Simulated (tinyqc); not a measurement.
# From u, Bethe back to temperature T

Model: square-lattice Ising model by mean field, Bethe lattice, transfer matrix, exact enumeration and Monte Carlo steps. Computed by tinyqc, a small Python program. Command: `OMP_NUM_THREADS=1 python tinyqc.py 3017399 3017400 out.jsonl ising inv`. One thread of a shared host (Intel(R) Xeon(R) Processor @ 2.30GHz), about 0.05 s of CPU time with the checks.

H = -J sum over nearest pairs s_i s_j, s = +-1, no field, periodic boundaries; energies per site are in J. As a lattice gas or an alloy, s marks which species holds the site.

Inputs (values chosen for the exercise, for a model lattice): coupling J = 14.9 meV.

Constants: k_B = 8.617333262e-05 eV/K.

Method. K = J/(k_B T). Onsager: k_B T_c/J = 2/ln(1 + sqrt 2); mean field: 4; Bethe lattice with z = 4: 2/ln 2. K = J/(k_B T). Mean field: m = tanh(4 K m), u = -2 m^2. Bethe: cavity field h = 3 artanh(tanh K tanh h), m = tanh(4h/3), u = -2 (tanh K + tanh^2 h)/(1 + tanh K tanh^2 h). Exact: m = [1 - sinh(2K)^(-4)]^(1/8) below T_c; u = -coth(2K) [1 + (2/pi)(2 tanh^2(2K) - 1) K1(k)], k = 2 sinh(2K)/cosh^2(2K), K1 the complete elliptic integral of the first kind. The largest root is taken.

Problem. A run gave the result below. Find the temperature T, known to lie between 350 and 800 K.

u, Bethe = -0.6628654

Solution.

Each step takes the trial c = (a f_b - b f_a)/(f_b - f_a), f being the result less the target and a, b, c the logarithms of the listed values; c replaces end b, the old b replaces a if the sign of f changed, and otherwise f_a is halved.

Scan of the range:
```
temperature T (K)  u, Bethe
350                -1.75312
402                -1.51382
461                -1.07493
529                -0.63139
607                -0.55479
697                -0.48621
800                -0.42566
```

False position (Illinois rule, in the logarithm of the input) inside the bracket:
```
step    end a    end b    trial   u, Bethe
1     461.000  529.000  523.860  -0.637157
2     461.000  523.860  516.483  -0.645615
3     461.000  516.483  508.133  -0.655455
4     461.000  508.133  501.949  -0.662928
5     508.133  501.949  502.000  -0.662865
6     501.949  502.000  502.000  -0.662865
```

u, Bethe rises at every point of a 13-point scan of the range (every second point is shown), so one value fits; it is bracketed by 461 and 529. Answer: temperature T = 502.0 K.
